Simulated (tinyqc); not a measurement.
Worked calculation: smearing for a one-band metal on the fcc lattice. Values are carried at full precision from step to step, so a last printed digit may differ when a step is redone from the rounded ones.

Lattice vectors (units of a): a1 = (0, 1/2, 1/2), a2 = (1/2, 0, 1/2), a3 = (1/2, 1/2, 0). E(k) = -t A_1(k) - t2 A_2(k), A_m the sum of cos(k . R) over the 12 nearest and 6 second lattice vectors. Mesh k = sum (j_i/N) b_i, j_i = 0 .. N-1.

Values chosen for the exercise: t = 0.68 eV (nearest hopping); t2 = -0.13 eV (second hopping); N = 4 (unshifted mesh); ne = 0.32 (electrons per cell); sigma = 0.34 eV (width).

## Levels on the mesh

Evaluate the band and collect equal energies with their counts.

Distinct levels:

| E_k (eV) | points |
|---|---|
| -7.3800 | 1 |
| -4.0800 | 8 |
| -2.4600 | 6 |
| -0.7800 | 4 |
| -0.2600 | 12 |
| 1.3600 | 24 |
| 2.9800 | 6 |
| 3.5000 | 3 |

8 distinct levels; the mean spacing is 1.554 eV.

## Fermi level with Gaussian smearing

With x = (E_k - mu)/sigma: Gaussian f = erfc(x)/2, s = exp(-x^2)/(2 sqrt(pi)). With weights w = points/N^d (d the dimension), mu solves 2 sum w f = ne; E = 2 sum w f E_k, S = 2 sum w s, F = E - sigma S.

Weights w = points/total. Bisection from the lowest and highest level; ten steps are shown.

Bisection:

| step | low (eV) | high (eV) | mu (eV) | electrons |
|---|---|---|---|---|
| 1 | -7.3800 | 3.5000 | -1.9400 | 0.4659 |
| 2 | -7.3800 | -1.9400 | -4.6600 | 0.0332 |
| 3 | -4.6600 | -1.9400 | -3.3000 | 0.2811 |
| 4 | -3.3000 | -1.9400 | -2.6200 | 0.3287 |
| 5 | -3.3000 | -2.6200 | -2.9600 | 0.2848 |
| 6 | -2.9600 | -2.6200 | -2.7900 | 0.2972 |
| 7 | -2.7900 | -2.6200 | -2.7050 | 0.3101 |
| 8 | -2.7050 | -2.6200 | -2.6625 | 0.3187 |
| 9 | -2.6625 | -2.6200 | -2.6412 | 0.3235 |
| 10 | -2.6625 | -2.6412 | -2.6519 | 0.3211 |

## Occupations and energies

Converge mu, then list x, f and s of each level and form the sums.

mu = -2.6567 eV

x, f and s of each level:

| E_k (eV) | x | f | s |
|---|---|---|---|
| -7.3800 | -13.89 | 1.0000 | 0.0000 |
| -4.0800 | -4.19 | 1.0000 | 0.0000 |
| -2.4600 | 0.58 | 0.2067 | 0.2019 |
| -0.7800 | 5.52 | 0.0000 | 0.0000 |
| -0.2600 | 7.05 | 0.0000 | 0.0000 |
| 1.3600 | 11.81 | 0.0000 | 0.0000 |
| 2.9800 | 16.58 | 0.0000 | 0.0000 |
| 3.5000 | 18.11 | 0.0000 | 0.0000 |

E = -1.3459 eV
S = 0.0379
F = -1.3588 eV
(E + F)/2 = -1.3524 eV

Levels with f between 0.001 and 0.999: 1. (E + F)/2 removes the term in sigma^2 for this scheme. That argument needs a smooth density of states, and the number of distinct levels within 2 sigma of mu is only 1, so it may fail on this mesh.

## Checks

- The slope dF/d sigma by finite differences against -S: both -0.037851.
- The slope dF/d ne by finite differences against mu (eV): both -2.6567.

Computed by tinyqc, a small Python program: `OMP_NUM_THREADS=1 python tinyqc.py 1650740 1650741 out.jsonl` (the numbers bound the seed that draws the inputs); one thread of a shared host (Intel(R) Xeon(R) Processor @ 2.30GHz), about 0.3 s for the whole set of steps.
